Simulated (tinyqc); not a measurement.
# Poole-Frenkel parameters from three currents

Inverse problem. Poole-Frenkel conduction in an insulator follows J = s0 F exp[-(pt - sqrt(q F/(pi eps0 ei)))/Vt], Vt = kB T/q, F in V/cm. Find ei, pt and s0.

Constants: q = 1.602176634e-19 C, kB = 1.380649e-23 J/K, eps0 = 8.8541878128e-14 F/cm where lengths are in cm. Results are converted to the units shown.

J at (1.12 MV/cm, 300 K), (4.5 MV/cm, 300 K) and (4.5 MV/cm, 350 K) (A/cm^2): [3.4906786e-13, 3.2710589e-6, 1.0844592e-4]

Answer. The two fields give the lowering coefficient and so ei; the two temperatures give the lowered barrier, to which the lowering is added back.

ei = 4.530
pt = 1.390 eV
s0 = 0.03200 S/cm

tinyqc, about 0.01 s, one thread, Intel Xeon 2.30GHz (shared host): `OMP_NUM_THREADS=1 python tinyqc.py 2370068 2370069 out.jsonl`
